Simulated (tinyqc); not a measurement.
Changing the crystal rotation: crystal pulling from the melt: segregation, interface stability, heat balance and point-defect regime. Computed by tinyqc, a small Python program. Command: `OMP_NUM_THREADS=1 python tinyqc.py 3018640 3018641 out.jsonl pull sweep`. One thread of a shared host (Intel(R) Xeon(R) Processor @ 2.30GHz), about 0.01 s of CPU time with the checks.

A dilute solute; steady pulling with a flat interface unless it is found unstable.

Inputs (values chosen for the exercise, modelled on boron in silicon):
```
quantity                         value    unit
equilibrium coefficient k0        0.79       -
initial melt concentration C0  7.2e+16  1/cm^3
diffusivity in the melt D      0.00034  cm^2/s
kinematic viscosity nu          0.0033  cm^2/s
pull rate V                        1.2  mm/min
frozen fraction g                 0.31       -
```

Loss from the melt surface: none.

Method. delta = 1.61 D^(1/3) nu^(1/6) omega^(-1/2), omega = 2 pi rpm/60; k_eff = k0/[k0 + (1 - k0) exp(-V delta/D)] (Burton, Prim and Slichter); the melt at the interface is enriched by k_eff/k0. Axial profile: C_s = k_eff C0 (1 - g)^(k_eff - 1); bulk melt C_L = C_s/k_eff. Usable fraction: the g at which C_s has changed by 30 % from its first value (0.99 at most).

One run for each value:
```
crystal rotation (rpm)  boundary layer delta (micrometre)   k_eff  enrichment at the interface  usable fraction
1.0                                                  1340  0.8922                        1.129           0.9122
1.8                                                   999  0.8713                        1.103           0.8698
3.2                                                   749  0.8539                        1.081           0.8340
5.8                                                   556  0.8392                        1.062           0.8044
10.0                                                  424  0.8284                        1.049           0.7832
19.0                                                  307  0.8184                        1.036           0.7642
33.0                                                  233  0.8119                        1.028           0.7520
60.0                                                  173  0.8064                        1.021           0.7421
```

Describe and explain the trends.

Over the rows, boundary layer delta (micrometre) falls from 1340 to 173 (exponent d ln y / d ln x about -0.50 throughout); k_eff falls from 0.892 to 0.806 (exponent d ln y / d ln x -0.040 between the first rows and -0.011 between the last); enrichment at the interface falls from 1.13 to 1.02 (exponent d ln y / d ln x -0.040 between the first rows and -0.011 between the last). The exponent of boundary layer delta stays at -0.50: the rotating-disc boundary layer.
